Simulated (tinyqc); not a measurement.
Interlayer thickness: switching kinetics of a ferroelectric film and the memory window of a ferroelectric gate stack. Computed by tinyqc, a small Python program. Command: `OMP_NUM_THREADS=1 python tinyqc.py 3000155 3000156 out.jsonl feswitch walk`. One thread of a shared host (Intel(R) Xeon(R) Processor @ 2.30GHz), about 0.03 s of CPU time with the checks.

Fields in MV/cm; 1 microcoulomb/cm^2 over eps_0 is 11.29409 MV/cm. In the stack (metal, ferroelectric, interlayer, channel) the channel is taken as a conductor.

Inputs (values chosen for the exercise, for a model hafnia-based film): saturation polarisation P_s = 31 microcoulomb/cm^2; ratio P_r/P_s = 0.84; coercive field E_c = 1.2 MV/cm; permittivity of the ferroelectric eps_F = 39; thickness t_F = 9.4 nm; permittivity of the interlayer eps_I = 3.9; share s of P screened by trapped charge = 0.55; pulse height V = 6 V; breakdown field of the interlayer = 11 MV/cm.

Method. Series stack: V = E_F t_F + E_I t_I and eps_I E_I = eps_F E_F + (1 - s) P/eps_0. E_I is for P = +P_s at the pulse height, the depolarising field for P = +P_r at V = 0; V needed puts E_F = 1.5 E_c after switching.

Stack against t_I:
```
t_I (nm)  E_F after (MV/cm)  E_I (MV/cm)  depolarising field / E_c  V needed (V)
0.3                  3.8613       79.011                    0.6842         3.444
0.5                  2.7640       68.038                    0.9819         4.612
0.8                  1.5909       56.307                    1.3002         6.364
1.2                  0.5384       45.782                    1.5857         8.700
1.6                 -0.1826       38.573                    1.7813        11.036
2.0                 -0.7074       33.325                    1.9237        13.372
3.0                 -1.5532       24.867                    2.1532        19.211
```

Each nanometre of interlayer costs 5.84 V, against 0.18 V for a nanometre of ferroelectric. The depolarising field grows from 0.68 to 2.15 E_c. At E_F = 1.5 E_c the interlayer carries (1.5 eps_F E_c + (1 - s) P_s/eps_0)/eps_I = 58.4 MV/cm whatever its thickness, above its breakdown field of 11 MV/cm, so the voltages in the last column could not be applied without breakdown. Caution: rows with E_I above the breakdown field of the interlayer cannot be reached without charge injection. Caution: where E_F after switching is below E_c the switching stalls before P_s, and where the depolarising field exceeds E_c the state switches back, so those rows describe states that are not held.
